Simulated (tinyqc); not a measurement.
Changing the temperature T: Debye-Callaway model of lattice thermal conductivity. Computed by tinyqc, a small Python program. Command: `OMP_NUM_THREADS=1 python tinyqc.py 3010549 3010550 out.jsonl callaway sweep`. One thread of a shared host (Intel(R) Xeon(R) Processor @ 2.30GHz), about 0.03 s of CPU time with the checks.

Three acoustic branches with one velocity v, cut at omega_D = k_B Theta/hbar; x = hbar omega/(k_B T). v and Theta are separate inputs: Theta cuts off the heat-carrying modes, so C need not reach 3 k_B/V. gamma is an effective value that sets the umklapp rate. Heat flows along the wire.

Inputs (values chosen for the exercise, for a model crystal):

| quantity | value | unit |
|---|---|---|
| sound velocity v | 6840 | m/s |
| Debye temperature Theta | 545 | K |
| volume per atom V | 33.3 | angstrom^3 |
| mean atomic mass M | 147 | u |
| effective Grueneisen parameter gamma | 1.97 | - |
| umklapp exponent divisor b | 2.5 | - |
| alloy fraction f | 0.098 | - |
| mass difference Delta M | 89.6 | u |
| wire diameter D | 0.028 | micrometre |
| specularity p | 0.2 | - |
| normal-process factor f_N | 2.6 | - |

Sample: wire. Point defects: alloy. Normal processes: included.

Constants: k_B = 1.380649e-23 J/K; hbar = 1.054571817e-34 J s; u = 1.6605390666e-27 kg.

Method:
- For a random alloy on all sites Gamma = f (1 - f) (Delta M/M)^2, with M the mean mass; strain-field scattering is left out. A = V Gamma/(4 pi v^3).
- Rates: point defects A omega^4; umklapp B omega^2 T exp(-Theta/(b T)) with B = hbar gamma^2/(M v^2 Theta); normal processes f_N B omega^2 T (T/Theta)^2. Boundaries: v/Lambda_B with Lambda_B = D (1 + p)/(1 - p).
- kappa_1 = c int tau_C g dx, g = x^4 e^x/(e^x - 1)^2, c = (k_B/(2 pi^2 v)) (k_B T/hbar)^3, over 0 < x < min(Theta/T, 40), by 96 Gauss-Legendre points in s with x = x_max s^2; 1/tau_C = 1/tau_R + 1/tau_N; kappa_2 = c [int (tau_C/tau_N) g dx]^2 / int (tau_C/(tau_N tau_R)) g dx; kappa = kappa_1 + kappa_2.
- Heat capacity C = 3 c int g dx / v^2; grey free path 3 kappa/(C v); the median free path v tau_C halves kappa_1 when the quadrature points are ordered by free path (each counted at half its weight, interpolated in the logarithm); likewise at 10 % and 90 %.

One run for each value:

| temperature T (K) | kappa (W/(m K)) | heat capacity C (J/(m^3 K)) | grey free path (nm) | median free path (nm) |
|---|---|---|---|---|
| 9.1 | 2.7441e-02 | 2.8802e+02 | 41.788 | 41.944 |
| 14.0 | 9.7906e-02 | 1.0488e+03 | 40.944 | 41.700 |
| 22.0 | 3.4861e-01 | 4.0697e+03 | 37.570 | 40.530 |
| 35.0 | 1.0891e+00 | 1.6379e+04 | 29.164 | 36.712 |
| 55.0 | 2.5879e+00 | 6.1767e+04 | 18.376 | 30.017 |
| 86.0 | 4.7144e+00 | 1.8858e+05 | 10.965 | 22.739 |
| 140.0 | 6.9645e+00 | 4.1222e+05 | 7.410 | 17.029 |
| 210.0 | 8.1985e+00 | 5.7970e+05 | 6.203 | 14.293 |
| 330.0 | 8.7667e+00 | 6.9540e+05 | 5.529 | 12.322 |
| 520.0 | 8.5011e+00 | 7.5200e+05 | 4.958 | 10.053 |
| 820.0 | 7.2583e+00 | 7.7669e+05 | 4.099 | 6.425 |

Over the rows, kappa (W/(m K)) goes from 0.0274 through a maximum among these rows, 8.77 at 330, to 7.26; heat capacity C (J/(m^3 K)) rises from 288 to 777000 (exponent d ln y / d ln x 3.0 between the first rows and 0.071 between the last); grey free path (nm) falls from 41.8 to 4.10 (exponent d ln y / d ln x -0.047 between the first rows and -0.42 between the last). At the low end the exponent of kappa is 2.95, close to 3: boundary scattering with C growing as T^3. At the low end the exponent of heat capacity C is 3.00, close to 3: the Debye T^3 law. Below the peak the free path saturates and kappa follows C; above it phonon-phonon scattering shortens the free path faster than C grows.

Caution (rows 9.10, 14.0, 22.0, 35.0): the sample is less than ten thermal wavelengths across, so confinement and the wavelength dependence of p, left out here, matter.

Extremes, crossings and ranges named in words are read from the listed rows.
